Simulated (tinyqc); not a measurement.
Worked calculation: lattice vibrations of a chain. One step of it, computed by the program tinyqc.

Problem. Frequencies. omega^2 are the eigenvalues; wavenumber = 521.4708 sqrt(eigenvalue) 1/cm.

D(q) (eV/(angstrom^2 u)):
```
[[0.306620, -0.105444, -0.624904+0.516966i],
 [-0.105444, 0.645868, -1.260442],
 [-0.624904-0.516966i, -1.260442, 6.032258]]
```

Give: eigenvalues; wavenumbers; weights |e|^2 of the mass-weighted modes.

Solution.

eigenvalues: [0.0138, 0.5600, 6.4110]

wavenumbers (1/cm): [61.2, 390.2, 1320.4]

weights |e|^2 of the mass-weighted modes, order atom 1, atom 2, atom 3:
```
[[0.6341, 0.3501, 0.0159],
 [0.3162, 0.6397, 0.0442],
 [0.0498, 0.0103, 0.9399]]
```
